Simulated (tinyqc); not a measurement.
# Frequency dispersion of an accumulation capacitance by border traps, distributed model: effects of single changes

Traps spread evenly through the insulator exchange electrons with the semiconductor by tunnelling, with tau(x) = t0 exp(2 ka x) at depth x from the interface. The admittance per area Y seen at depth x obeys dY/dx = -Y^2/(i w eps0 eox) + q Nb ln(1 + i w tau)/tau, with Y(0) = i w Cs and w = 2 pi f; the gate sees Y(tox) = G + i w C. Working variable y = Y/(i w), in uF/cm^2. Cox = eps0 eox/tox.

Values chosen for this exercise; permittivity close to that of hafnium oxide: relative permittivity of the insulator eox = 18.3; insulator thickness tox = 12 nm; semiconductor capacitance in accumulation Cs = 6.6 uF/cm^2; density of border traps Nb = 1.3e19 cm^-3 eV^-1; decay constant of the wave function in the insulator ka = 5.1 1/nm; time constant of a trap at the interface t0 = 3e-9 s; frequency f = 1000 Hz.

Constants: q = 1.602176634e-19 C, eps0 = 8.8541878128e-14 F/cm where lengths are in cm. Results are converted to the units shown.

Each table varies one quantity; the others keep the values above.

## Capacitance and loss against frequency

Cox; trap-free value 1/(1/Cox + 1/Cs); response depth d = ln(1/(w t0))/(2 ka), where w tau = 1; lumped estimate: all traps within d act as C_bt = q Nb d placed at d/2, so C = 1/{1/[1/(1/Cs + d/(2 eps0 eox)) + C_bt] + (tox - d/2)/(eps0 eox)}. C and G from a fine integration; dispersion -d C/d log10 f over C, from f times and over 1.1. For a broad spread of time constants G/w is close to -(pi/2) dC/d ln w.

The same in every row: trap-free C (uF/cm^2) = 1.121.

Results:
```
f (Hz)	d (nm)	C (uF/cm^2)	G/w (uF/cm^2)	dispersion (% a decade)	-(pi/2) dC/d ln w (uF/cm^2)	lumped C (uF/cm^2)
10	1.518	1.138	0.002359	0.3038	0.002358	1.136
100	1.292	1.134	0.002127	0.2747	0.002126	1.133
10000	0.8408	1.129	0.001693	0.2197	0.001692	1.128
1e5	0.6151	1.127	0.001492	0.1939	0.001490	1.126
1e6	0.3893	1.124	0.001297	0.1695	0.001300	1.124
1e7	0.1636	1.123	0.001073	0.1451	0.001111	1.122
```

Estimate the missing row, f = 1000 Hz.

Computed row:
```
f (Hz)	d (nm)	C (uF/cm^2)	G/w (uF/cm^2)	dispersion (% a decade)	-(pi/2) dC/d ln w (uF/cm^2)	lumped C (uF/cm^2)
1000	1.067	1.132	0.001905	0.2466	0.001904	1.130
```

With this row back in the table: C falls from 1.138 to 1.123 uF/cm^2, towards the trap-free 1.121; each decade of frequency removes ln 10/(2 ka) = 0.226 nm from the response depth. The dispersion falls from 0.304 to 0.145 % a decade and G/w falls from 0.00236 to 0.00107 uF/cm^2. G/w lies between 0.965 and 1.00 times -(pi/2) dC/d ln w, the relation for a broad spread of time constants.

## Effect of the insulator thickness

Same model as above.

The same in every row: d (nm) = 1.067.

Effect of the insulator thickness:
```
tox (nm)	C (uF/cm^2)	G/w (uF/cm^2)	dispersion (% a decade)	-(pi/2) dC/d ln w (uF/cm^2)	lumped C (uF/cm^2)	trap-free C (uF/cm^2)
2	3.751	0.02092	0.8168	0.02090	3.736	3.637
2.8	3.165	0.01490	0.6894	0.01488	3.154	3.083
3.9	2.605	0.01010	0.5676	0.01009	2.598	2.550
5.4	2.099	0.006555	0.4573	0.006548	2.094	2.063
7.5	1.650	0.004051	0.3596	0.004047	1.647	1.628
10	1.315	0.002574	0.2866	0.002572	1.313	1.301
14	0.9928	0.001467	0.2164	0.001466	0.9918	0.9847
20	0.7259	7.842e-4	0.1582	7.836e-4	0.7254	0.7216
```

What does the table show?

As tox goes from 2 to 20, C falls from 3.75 to 0.726 uF/cm^2, the dispersion falls from 0.817 to 0.158 % a decade and G/w falls from 0.0209 to 7.84e-4 uF/cm^2. The lumped estimate is 0.40 % below C in the first row and 0.078 % below it in the last.

Program tinyqc, `OMP_NUM_THREADS=1 python tinyqc.py 2202163 2202164 out.jsonl`; Intel Xeon 2.30GHz, shared host, one thread, about 0.6 s.
